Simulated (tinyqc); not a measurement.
# Short-channel transistor, virtual-source model with series resistance: what changes with what

The current per gate width is the charge at the top of the source barrier (the virtual source) times its velocity times a saturation function; al and be are fitting constants of the model. Units: I in uA/um, Rs in ohm um, so I Rs = 1e-6 I Rs in volts; Q in uC/cm^2, so I = 1e-4 Q vx0 Fsat with vx0 in cm/s.

Values chosen for this exercise: temperature T = 325 K; inversion capacitance Cinv = 3.42 uF/cm^2; velocity at the virtual source vx0 = 9.89e6 cm/s; apparent mobility mu = 270 cm^2/(V s); channel length L = 25 nm; threshold at zero drain voltage VT0 = 0.291 V; drain-induced barrier lowering dl = 0.067 V/V; subthreshold factor n0 = 1.08; growth of n with drain voltage nd = 0.1 1/V; threshold shift (in units of Vt) from weak to strong inversion al = 3.5; sharpness of saturation be = 1.8; series resistance of each contact Rs = 200 ohm um.

Constants: q = 1.602176634e-19 C, kB = 1.380649e-23 J/K, Vt = kB T/q. Results are converted to the units shown.

Each table varies one quantity; the others keep the values above.

## Effect of the threshold at zero drain voltage on the on and off currents

Intrinsic voltages Vg' = Vgs - I Rs, Vd' = Vds - 2 I Rs. n = n0 + nd Vd', VT = VT0 - dl Vd', Ff = 1/(1 + exp((Vg' - VT + al Vt/2)/(al Vt))), Q = Cinv n Vt ln(1 + exp((Vg' - VT + al Vt Ff)/(n Vt))), Vdsat = (vx0 L/mu)(1 - Ff) + Vt Ff, Fsat = u/(1 + u^be)^(1/be) with u = Vd'/Vdsat, and I = Q vx0 Fsat per width. I is solved self-consistently. Ion is I at Vgs = Vds = 0.8 V, Ioff at Vgs = 0, Vds = 0.8 V, and Rlin = Vds/I at Vgs = 0.8 V, Vds = 0.05 V.

Effect of the threshold at zero drain voltage on the on and off currents:

| VT0 (V) | Ion (uA/um) | Ioff (nA/um) | log10(Ion/Ioff) | Rlin (ohm um) |
|---|---|---|---|---|
| 0.15 | 1297 | 2.756e4 | 1.673 | 443.2 |
| 0.2 | 1214 | 9874 | 2.090 | 446.9 |
| 0.25 | 1128 | 2969 | 2.580 | 451.3 |
| 0.3 | 1040 | 791.4 | 3.119 | 456.6 |
| 0.35 | 951.4 | 195.0 | 3.688 | 463.0 |
| 0.4 | 861.9 | 45.66 | 4.276 | 471.0 |
| 0.45 | 772.1 | 10.34 | 4.873 | 481.1 |
| 0.5 | 682.5 | 2.295 | 5.473 | 494.1 |

Read the table: what changes, and by how much?

As VT0 goes from 0.15 to 0.5 V, Ion falls from 1300 to 682 uA/um, Ioff falls from 27600 to 2.30 nA/um and Rlin rises from 443 to 494 ohm um. Ion changes by a factor of 0.526 and Ioff by 8.33e-5. The off current depends on it through an exponential, the on current about linearly. For VT0 = 0.15 to 0.25 V the off current passes 1 uA/um, so the device is hardly off at Vgs = 0.

## Effect of the drain-induced barrier lowering on the on and off currents

Same model as above.

Effect of the drain-induced barrier lowering on the on and off currents:

| dl (V/V) | Ion (uA/um) | Ioff (nA/um) | log10(Ion/Ioff) | Rlin (ohm um) |
|---|---|---|---|---|
| 0 | 1009.2 | 227.54 | 3.6469 | 455.61 |
| 0.04 | 1037.8 | 559.54 | 3.2683 | 455.59 |
| 0.08 | 1064.7 | 1336.7 | 2.9012 | 455.56 |
| 0.12 | 1090.0 | 3071.5 | 2.5501 | 455.53 |
| 0.16 | 1113.9 | 6697.4 | 2.2209 | 455.51 |
| 0.2 | 1136.5 | 13623 | 1.9213 | 455.48 |
| 0.24 | 1157.8 | 25408 | 1.6586 | 455.45 |
| 0.28 | 1177.9 | 43020 | 1.4375 | 455.42 |

As dl goes from 0 to 0.28 V/V, Ion rises from 1010 to 1180 uA/um, Ioff rises from 228 to 43000 nA/um and Rlin stays near 456 ohm um. Ion changes by a factor of 1.17 and Ioff by 189. The off current depends on it through an exponential, the on current about linearly. For dl = 0.08 to 0.28 V/V the off current passes 1 uA/um, so the device is hardly off at Vgs = 0.

## Effect of the series resistance of each contact on the on and off currents

Same model as above.

Results:

| Rs (ohm um) | Ion (uA/um) | Ioff (nA/um) | log10(Ion/Ioff) | Rlin (ohm um) |
|---|---|---|---|---|
| 0 | 1883 | 1017 | 3.267 | 61.94 |
| 25 | 1716 | 1017 | 3.227 | 107.3 |
| 50 | 1576 | 1016 | 3.191 | 156.2 |
| 100 | 1355 | 1014 | 3.126 | 255.7 |
| 150 | 1187 | 1013 | 3.069 | 355.6 |
| 300 | 863.3 | 1008 | 2.933 | 655.6 |
| 400 | 727.8 | 1005 | 2.860 | 855.6 |

Estimate the missing row, Rs = 200 ohm um.

Computed row:

| Rs (ohm um) | Ion (uA/um) | Ioff (nA/um) | log10(Ion/Ioff) | Rlin (ohm um) |
|---|---|---|---|---|
| 200 | 1056 | 1011 | 3.019 | 455.6 |

With this row back in the table: As Rs goes from 0 to 400 ohm um, Ion falls from 1880 to 728 uA/um, Ioff falls from 1020 to 1000 nA/um and Rlin rises from 61.9 to 856 ohm um. Ion changes by a factor of 0.387 and Ioff by 0.987. In every row the off current passes 1 uA/um, so the device is hardly off at Vgs = 0.

Computed by the program tinyqc: `OMP_NUM_THREADS=1 python tinyqc.py 2380162 2380163 out.jsonl`, one thread of a shared Intel Xeon 2.30GHz, about 0.02 s for the whole run.
